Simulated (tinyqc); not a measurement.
Gated two-dimensional channel with two bands, quantum capacitance: effect of the gate voltage.

phi is the Fermi level above the lowest band edge, in volts; Vg is counted from the gate voltage at which an empty channel would have phi = 0. The channel has no thickness; trap charge is -q Dit phi.

D1 = gv md m0 q/(pi hbar^2), D2 = g2 m2 m0 q/(pi hbar^2) per eV; n1 = D1 Vt ln(1 + exp(phi/Vt)), n2 = D2 Vt ln(1 + exp((phi - E2)/Vt)), n = n1 + n2; Cq = q dn/dphi = q [D1/(1 + exp(-phi/Vt)) + D2/(1 + exp((E2 - phi)/Vt))]. Cox = eps0 eox/tox; Vg = phi + q (n + Dit phi)/Cox. 1/C_G = 1/Cox + 1/(Cq + q Dit); dphi/dVg = Cox/(Cox + Cq + q Dit).

Parameters, values chosen for the exercise; lowest band close to that of monolayer MoS2:

| symbol | value | unit | meaning |
|---|---|---|---|
| T | 77 | K | temperature |
| eox | 3.9 |  | relative permittivity of the gate insulator (close to silicon dioxide) |
| tox | 3 | nm | insulator thickness |
| md | 0.515 | m0 | in-plane mass |
| gv | 2 |  | valley degeneracy |
| m2 | 0.6 | m0 | in-plane mass of a second band, chosen freely |
| g2 | 4 |  | valley degeneracy of that band, chosen freely |
| E2 | 0.23 | eV | second band edge above the first |
| Dit | 2.1e12 | cm^-2 eV^-1 | density of traps |

Constants: q = 1.602176634e-19 C, kB = 1.380649e-23 J/K, hbar = 1.054571817e-34 J s, m0 = 9.1093837015e-31 kg, Vt = kB T/q, eps0 = 8.8541878128e-14 F/cm where lengths are in cm. Results are converted to the units shown.

The same in every row: Cox (uF/cm^2) = 1.151.

Result of one run:

| Vg (V) | phi (V) | n (cm^-2) | Cq (uF/cm^2) | C_G (uF/cm^2) | dphi/dVg | share of the second band (%) |
|---|---|---|---|---|---|---|
| 1.04 | 0.01648 | 7.319e12 | 63.63 | 1.131 | 0.01768 | 9.620e-13 |

What becomes of these results when the gate voltage Vg is changed from 1.04 to 0.89 V, all else the same?

Result of the changed run:

| Vg (V) | phi (V) | n (cm^-2) | Cq (uF/cm^2) | C_G (uF/cm^2) | dphi/dVg | share of the second band (%) |
|---|---|---|---|---|---|---|
| 0.89 | 0.01378 | 6.266e12 | 61.26 | 1.130 | 0.01834 | 7.482e-13 |

The whole series:

| Vg (V) | phi (V) | n (cm^-2) | Cq (uF/cm^2) | C_G (uF/cm^2) | dphi/dVg | share of the second band (%) |
|---|---|---|---|---|---|---|
| -0.2 | -0.1548 | 211.9 | 5.117e-9 | 0.2604 | 0.7738 | 2.058e-13 |
| -0.04 | -0.03306 | 1.952e10 | 0.4698 | 0.4742 | 0.5881 | 2.065e-13 |
| 0.11 | -0.006981 | 8.551e11 | 17.84 | 1.083 | 0.05955 | 2.400e-13 |
| 0.27 | -1.756e-4 | 1.941e12 | 34.01 | 1.114 | 0.03242 | 2.948e-13 |
| 0.42 | 0.004045 | 2.980e12 | 44.66 | 1.122 | 0.02494 | 3.628e-13 |
| 0.58 | 0.007712 | 4.095e12 | 52.51 | 1.127 | 0.02132 | 4.588e-13 |
| 0.73 | 0.01076 | 5.145e12 | 57.56 | 1.129 | 0.01949 | 5.781e-13 |
| 0.89 | 0.01378 | 6.266e12 | 61.26 | 1.130 | 0.01834 | 7.482e-13 |
| 1.04 | 0.01648 | 7.319e12 | 63.63 | 1.131 | 0.01768 | 9.620e-13 |
| 1.2 | 0.01927 | 8.442e12 | 65.35 | 1.131 | 0.01722 | 1.270e-12 |

As Vg goes from -0.2 to 1.2, Cq rises from 5.12e-9 to 65.4 uF/cm^2, C_G/Cox rises from 0.226 to 0.983 and n rises from 212 to 8.44e12 cm^-2. Cq is below Cox for Vg = -0.2, -0.04; there the density of states limits the response dn/dVg more than the insulator does.

Computed by the program tinyqc: `OMP_NUM_THREADS=1 python tinyqc.py 2200131 2200132 out.jsonl`, one thread of a shared Intel Xeon 2.30GHz, about 0.01 s for the whole run.
